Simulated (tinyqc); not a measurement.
## Internal loss and injection efficiency from two cavity lengths

Problem. The differential efficiency of both facets obeys 1/eta_d = (1/eta)[1 + 2 ai Lc/ln(1/(R1 R2))]. Find eta and ai.

Values chosen for this exercise: front reflectance R1 = 0.05; back reflectance R2 = 0.32.

differential efficiency at Lc = 250 and 625 um: 0.78111054  0.75439170

Answer. 1/eta_d is linear in Lc: the intercept is 1/eta, and slope over intercept is 2 ai/ln(1/(R1 R2)).

eta = 0.800
ai = 2.00 1/cm

tinyqc, about 0.01 s, one thread, Intel Xeon 2.30GHz (shared host): `OMP_NUM_THREADS=1 python tinyqc.py 2840004 2840005 out.jsonl`
